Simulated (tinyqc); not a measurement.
Weak link from the transmission.

Inverse problem. An infinite chain has hopping -t with t = 1 eV and site energy 0; E = -2 t cos(k) with E = 0.37 eV. One bond has the hopping -y t with 0 < y < 1, so T(E) = 4 y^2 sin^2 k/[(1 - y^2)^2 + 4 y^2 sin^2 k]. Find y and the hopping y t.

T(E) = 0.94463702

Solution. With b = |sin k| sqrt(1/T(E) - 1), (1 - y^2)/(2 y) = b, whose root below 1 is sqrt(b^2 + 1) - b.

y = 0.790
y t = 0.790 eV

Program tinyqc, `OMP_NUM_THREADS=1 python tinyqc.py 2660024 2660025 out.jsonl`; Intel Xeon 2.30GHz, shared host, one thread, about 0.01 s.
